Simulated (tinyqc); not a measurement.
Sweep of a biaxial (110) strain: strain-driven crossing of the Gamma and L valleys in a germanium-like crystal alloyed with tin.

Biaxial loads: e0 is the in-plane strain e_par and the normal is free. (001): e_perp = -2 (C12/C11) e_par; exx = eyy = e_par, ezz = e_perp, no shear. (111): e_perp = -(2 C11 + 4 C12 - 4 C44)/(C11 + 2 C12 + 4 C44) e_par; exx = eyy = ezz = (2 e_par + e_perp)/3 and exy = eyz = ezx = (e_perp - e_par)/3. (110): e_perp = -(C11 + 3 C12 - 2 C44)/(C11 + C12 + 2 C44) e_par; exx = eyy = (e_par + e_perp)/2, ezz = e_par, exy = (e_perp - e_par)/2, eyz = ezx = 0. Uniaxial loads: a stress along n, scaled so that n.e.n = e0, with exx = s11 sxx + s12 (syy + szz), exy = s44 sxy/2, s11 = (C11 + C12)/((C11 - C12)(C11 + 2 C12)), s12 = -C12/((C11 - C12)(C11 + 2 C12)), s44 = 1/C44.

Edges from the unstrained valence top: Gamma at Eg + ac tr(e); an L valley with unit axis u at EgL + aL tr(e) + XuL (u.e.u - tr(e)/3), u along [111], [1-1-1], [-11-1], [-1-11]; valence edges are the levels of the 6 x 6 matrix of X, Y, Z times spin with -Dso/3 + l exx + m (eyy + ezz) on the diagonal (cyclic), n exy off it, l = av + 2 b, m = av - b, n = sqrt(3) d. Spin-orbit term (Dso/3) L.sigma on X, Y, Z with (L_k)_ij = -i epsilon_kij: <X+|H|Y+> = -i Dso/3, <X+|H|Z-> = Dso/3, <Y+|H|Z-> = -i Dso/3, <Z+|H|X-> = -Dso/3, <Z+|H|Y-> = i Dso/3, <X-|H|Y-> = i Dso/3, and their conjugates; + and - are the spin along z.

With tin the unstrained gaps become E(y) = (1 - y) E + y EgS - CS y (1 - y); all other values are kept.
Constants: kB = 8.617333262e-05 eV/K.

Parameters, chosen for this exercise (near those of Ge, gaps at low temperature; not measured data):

| symbol | value | unit | meaning |
|---|---|---|---|
| Eg | 0.914 | eV | gap at Gamma to the s-like level |
| EgL | 0.758 | eV | gap to L |
| Dso | 0.287 | eV | spin-orbit splitting |
| ac | -8.33 | eV | conduction deformation potential |
| av | 1.26 | eV | valence hydrostatic potential |
| b | -2.56 | eV | tetragonal shear potential |
| d | -5.3 | eV | trigonal shear potential |
| aL | -1.41 | eV | hydrostatic potential of the L edge, Xd + Xu/3 |
| XuL | 16.79 | eV | uniaxial potential, L |
| y | 0.034 |  | tin fraction |
| EgS | (-0.365, 0.081) | eV | Gamma and L gaps of the tin end |
| CS | (2.11, 0.92) | eV | bowing of the Gamma and L gaps |
| C11 | 129.4 | GPa |  |
| C12 | 48.8 | GPa |  |
| C44 | 65.7 | GPa |  |
| load | biaxial (110) |  | kind of strain |
| mG | 0.039 | m0 | mass at Gamma |
| mL | 0.539 | m0 | density-of-states mass of the four L valleys together |
| T | 200 | K | temperature |

The valence splitting is the distance of the top two edges. Share in Gamma = mG^(3/2)/(mG^(3/2) + (mL^(3/2)/4) sum_i exp(-(E_Li - E_Gamma)/kT)).

Results:

| e0 (%) | direct gap (eV) | indirect gap (eV) | Gamma - L (meV) | valence splitting (meV) | share in Gamma (%) |
|---|---|---|---|---|---|
| -0.72 | 0.876 | 0.644 | 232 | 55 | 5.56e-06 |
| -0.27 | 0.829 | 0.682 | 147 | 22 | 0.000704 |
| 0.17 | 0.769 | 0.676 | 92 | 15 | 0.0153 |
| 0.62 | 0.679 | 0.597 | 82 | 58 | 0.0342 |
| 1.06 | 0.588 | 0.517 | 71 | 103 | 0.0634 |
| 1.51 | 0.492 | 0.431 | 60 | 152 | 0.119 |
| 1.95 | 0.396 | 0.346 | 50 | 202 | 0.219 |
| 2.40 | 0.296 | 0.258 | 39 | 255 | 0.410 |

The gap stays indirect over the sweep. This load splits the L valleys, and the lowest set changes where e0 changes sign, which bends the column Gamma - L. The direct gap goes from 0.876 to 0.296 eV; of that change -0.121 eV comes from the rise of the valence top through the shear terms and the rest from the volume. The share in Gamma goes from 5.56e-06 to 0.410 %.

Run: tinyqc, `OMP_NUM_THREADS=1 python tinyqc.py 1080192 1080193 out.jsonl`; Intel(R) Xeon(R) Processor @ 2.30GHz, one thread, shared host; about 0.01 s of CPU time with all checks.
